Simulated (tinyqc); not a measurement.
# A discretised effective-mass wire between two leads, recursive Green functions: the device repeated

Finite differences on a grid of step a give a chain with hopping -t, t = C/(m a^2), C = hbar^2/(2 m0), and site energies 2 t + U_i for the N = 7 sites of the device; the semi-infinite leads have site energy 2 t. Each slice is one site, and V = -t couples neighbouring slices.

Sigma = t^2 g(E - 2 t), g(x) = (x - i sqrt(4 t^2 - x^2))/(2 t^2) for |x| < 2 t and (x - sign(x) sqrt(x^2 - 4 t^2))/(2 t^2) otherwise; Gamma = i (Sigma - Sigma^dagger); both leads give the same. Forward pass: g_1 = (E - H_1 - Sigma)^(-1), g_i = (E - H_i - V g_(i-1) V^dagger)^(-1), with Sigma also subtracted on the last slice; G_(i,1) = g_i V G_(i-1,1), starting from g_1. H_i is the block of slice i, its site energy. T(E) = Tr[Gamma G_(N,1) Gamma G_(N,1)^dagger]. The list U is repeated k times, so the device has k N slices.

Values chosen for this exercise: effective mass m = 0.05 m0; grid step a = 1.4 nm; potential on the sites 1 to N U = [0.27, 0.27, 0, 0, 0, 0.27, 0.27] eV; energy above the band bottom of the leads E = 0.228 eV.

Constants: q = 1.602176634e-19 C, hbar = 1.054571817e-34 J s, m0 = 9.1093837015e-31 kg, hbar^2/(2 m0) = 0.0380998212 eV nm^2. Results are converted to the units shown.

Result of one run:

| k | T(E) | ln T(E) |
|---|---|---|
| 4 | 5.300e-6 | -12.15 |

What becomes of these results when the number of repeats k is changed from 4 to 3, all else the same?

Result of the changed run:

| k | T(E) | ln T(E) |
|---|---|---|
| 3 | 1.458e-4 | -8.833 |

The whole series:

| k | T(E) | ln T(E) |
|---|---|---|
| 1 | 0.1062 | -2.242 |
| 2 | 0.004005 | -5.520 |
| 3 | 1.458e-4 | -8.833 |
| 4 | 5.300e-6 | -12.15 |
| 5 | 1.927e-7 | -15.46 |
| 6 | 7.003e-9 | -18.78 |
| 8 | 9.254e-12 | -25.41 |
| 10 | 1.223e-14 | -32.04 |
| 12 | 1.616e-17 | -38.66 |

T(E) falls from 0.106 to 1.62e-17; over the last rows ln T(E) drops by a steady 3.31 a repeat: the energy lies in a gap of the periodic structure that the repeats form, with a decay length of 4.22 slices for the amplitude.

Computed by the program tinyqc: `OMP_NUM_THREADS=1 python tinyqc.py 2660114 2660115 out.jsonl`, one thread of a shared Intel Xeon 2.30GHz, about 0.03 s for the whole run.
